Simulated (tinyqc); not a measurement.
Heavy doping: gap narrowing, degeneracy and the minority density: one step. Degeneracy of the majority band. Two cases, with inputs chosen for the exercise.

Problem. Solve for eta and form gam.

F_j(eta) = (1/Gamma(j + 1)) integral_0^infinity x^j dx/(1 + exp(x - eta)), which tends to exp(eta) for eta << 0.

Majority: N = Nc F_1/2(eta), eta the distance of EF beyond the majority band edge in kT. Degeneracy factor gam = F_1/2(eta)/exp(eta). ni0^2 = Nc Nv exp(-Eg/kT); product n p = ni0^2 gam exp(dEg/kT), dEg the true narrowing; apparent narrowing dEa = dEg + kT ln gam; minority density = n p/N.

Give: N/Nc; eta; gam.

Case 1.

Values chosen (out of a larger set: gap and densities of states near those of Si at this temperature; narrowing constants near the fits for Si; not measured data): N = 5.8e+18 1/cm^3 (ionised donors, equal to the majority density); Nc = 2.08e+19 1/cm^3 (conduction-band density of states).

Solution.

N/Nc = 0.2788
eta = -1.1789
gam = 0.9065

Case 2.

Values chosen (out of a larger set: gap and densities of states near those of Si at this temperature; narrowing constants near the fits for Si; not measured data): N = 3.3e+18 1/cm^3 (ionised donors, equal to the majority density); Nc = 5.02e+19 1/cm^3 (conduction-band density of states).

Solution.

N/Nc = 0.06574
eta = -2.6989
gam = 0.9770

Computed by tinyqc, one run a case: `OMP_NUM_THREADS=1 python tinyqc.py N N+1 out.jsonl` with N = 1682625, 1682660; one thread of a shared Intel(R) Xeon(R) Processor @ 2.30GHz, about 0.01 s a run at most.
